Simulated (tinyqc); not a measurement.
# Area and perimeter leakage from two diodes

Question. A square diode and a finger diode leak I = JA area + JP perimeter. Find JA, JP and the side of the square at which both parts are equal.

areas (um^2): [90000, 78000]
perimeters (um): [1200, 31590]
leakage currents (pA): [12.87, 295.26900]

Solution. Two linear equations give JA and JP; for a square of side a, JA a^2 = 4 JP a at a = 4 JP/JA.

JA = 1.90e-9 A/cm^2
JP = 9.30e-11 A/cm
side for equal parts = 1.96e3 um

Numbers from tinyqc (`OMP_NUM_THREADS=1 python tinyqc.py 2290105 2290106 out.jsonl`; about 0.01 s on one thread of a shared Intel Xeon 2.30GHz).
